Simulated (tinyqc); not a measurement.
Resistance of a source-drain extension with a graded tip: two steps of the calculation.

y runs along the channel, the gate covers y > 0. The doping is N0 for y < y0 and N0 10^(-(y - y0)/la) beyond, uniform over the depth xj. Sheet conductance s(y) = q mu(N) max(N - Nch, 0) xj + (for y > 0) ma Cox Vo, with mu(N) = u0 + (u1 - u0)/(1 + (N/Nr)^au) and Cox = eps0 eox/tox. Current is taken as one-dimensional; depletion of the tip, spreading and the contact are left out. The metallurgical junction lies at yj, where N = Nch.

Inputs (values chosen for the exercise); mobility law close to that of holes in silicon: relative permittivity of the gate insulator (close to silicon dioxide) eox = 3.9; insulator thickness tox = 1.4 nm; active doping of the extension far from the gate N0 = 6e19 cm^-3; lateral abruptness la = 2 nm/decade; position under the gate where the fall begins (gate edge at 0) y0 = 3.5 nm; depth of the extension xj = 16 nm; channel doping Nch = 9.8e17 cm^-3; gate overdrive Vo = 0.82 V; mobility of the gate-induced layer ma = 37 cm^2/(V s); mobility at low doping u1 = 470.5 cm^2/(V s); mobility at high doping u0 = 44.9 cm^2/(V s); reference doping Nr = 2.23e17 cm^-3; exponent au = 0.719; gate length Lg = 90 nm.

Constants: q = 1.602176634e-19 C, eps0 = 8.8541878128e-14 F/cm where lengths are in cm. Results are converted to the units shown.

Question 1. Sheet resistances and junction position. yj = y0 + la log10(N0/Nch); sheet resistance of the full extension 1/[q mu(N0)(N0 - Nch) xj] and of the gate-induced layer 1/(ma Cox Vo); metallurgical length Lg - 2 yj; ye is where the doped and the gate-induced conductances are equal.

Wanted: yj; sheet resistance of the extension; sheet resistance of the induced layer; metallurgical length; ye; N at ye.

Answer 1.

yj = 7.0739 nm
sheet resistance of the extension = 1261.7 ohm/square
sheet resistance of the induced layer = 13363 ohm/square
metallurgical length = 75.852 nm
ye = 5.8120 nm
N at ye = 4.1892e18 cm^-3

The gate takes over 1.26 nm before the junction, where N is still 4.27 times the channel doping.

Question 2. Resistance of the overlapped part. Midpoint rule on 12 equal steps from 0 to yj: R_ov = sum h/s(y), per width.

Give: y; N; doped conductance; sheet resistance; R_ov.

Answer 2.

```
point	y (nm)	N (cm^-3)	doped conductance (uS)	sheet resistance (ohm/square)
0	0.2947	6.000e19	792.6	1153
1	0.8842	6.000e19	792.6	1153
2	1.474	6.000e19	792.6	1153
3	2.063	6.000e19	792.6	1153
4	2.653	6.000e19	792.6	1153
5	3.242	6.000e19	792.6	1153
6	3.832	4.096e19	560.5	1574
7	4.421	2.078e19	307.7	2614
8	5.011	1.054e19	171.4	4061
9	5.600	5.347e18	94.30	5913
10	6.190	2.712e18	46.83	8219
11	6.779	1.376e18	13.75	1.129e4
```

R_ov = 23.93 ohm um

Numbers from tinyqc (`OMP_NUM_THREADS=1 python tinyqc.py 2282027 2282028 out.jsonl`; about 0.04 s on one thread of a shared Intel Xeon 2.30GHz).
